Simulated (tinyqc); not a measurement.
Changing the channel doping C_B: two-dimensional dopant profile at a mask edge: lateral junction, overlap and effective channel length. Computed by tinyqc, a small Python program. Command: `OMP_NUM_THREADS=1 python tinyqc.py 3023149 3023150 out.jsonl lateral sweep`. One thread of a shared host (Intel(R) Xeon(R) Processor @ 2.30GHz), about 0.01 s of CPU time with the checks.

Ions enter for y < 0; the mask (spacer, then gate) covers y > 0. x is the depth. The surface reflects dopant during the anneal.

Inputs (values chosen for the exercise, modelled on a source-drain extension in silicon):
```
quantity               value    unit
dose Q               1.6e+15  1/cm^2
projected range R_p       36      nm
vertical straggle         18      nm
lateral straggle          12      nm
anneal budget D t    3.7e-12    cm^2
gate length L_g          290      nm
offset spacer             10      nm
oxide thickness          2.7      nm
```

Constants: eps_0 = 8.8541878128e-12 F/m.

Method:
- Widths s_x^2 = (vertical straggle)^2 + 2 D t, s_y^2 = (lateral straggle)^2 + 2 D t. C(x, y) = V(x) (1/2) erfc(y/(sqrt2 s_y)), V(x) = Q/(sqrt(2 pi) s_x) [exp(-(x - R_p)^2/(2 s_x^2)) + exp(-(x + R_p)^2/(2 s_x^2))]; 1 nm = 1e-7 cm.
- The vertical junction far from the mask solves V(x) = C_B.
- The lateral junction at depth x solves C = C_B: y_j(x) = sqrt2 s_y erfc^-1(2 C_B/V(x)). Overlap under the gate = y_j(0) - spacer; metallurgical channel L_met = L_g - 2 overlap (tails from the two sides are not added).
- Abruptness at y_j(0) in nm per decade = ln(10) s_y sqrt(pi/2) exp(u^2) erfc(u), u = y_j/(sqrt2 s_y). Overlap capacitance per width = 3.9 eps_0 overlap/t_ox (zero if there is no overlap).

One run for each value; columns: (1) channel doping C_B (1/cm^3); (2) lateral junction y_j(0) (nm); (3) vertical junction x_j (nm); (4) metallurgical channel L_met (nm); (5) lateral abruptness (nm/decade):
```
(1)          (2)     (3)     (4)     (5)
3.00e+16  107.97  172.71   94.06  17.665
6.80e+16  101.52  166.19  106.96  18.650
1.50e+17   94.93  159.55  120.15  19.770
3.40e+17   87.66  152.29  134.68  21.162
7.70e+17   79.86  144.56  150.29  22.875
1.70e+18   71.64  136.50  166.72  24.981
3.90e+18   62.13  127.28  185.74  27.910
8.90e+18   51.44  117.10  207.12  32.045
2.00e+19   39.15  105.68  231.70  38.368
```

Over the rows, lateral junction y_j(0) (nm) falls from 108 to 39.2 (exponent d ln y / d ln x -0.075 between the first rows and -0.34 between the last); vertical junction x_j (nm) falls from 173 to 106 (exponent d ln y / d ln x -0.047 between the first rows and -0.13 between the last); metallurgical channel L_met (nm) rises from 94.1 to 232 (exponent d ln y / d ln x 0.16 between the first rows and 0.14 between the last). A heavier channel (or halo) pushes both junctions back along the tails, where the profile is less steep on a logarithmic scale.
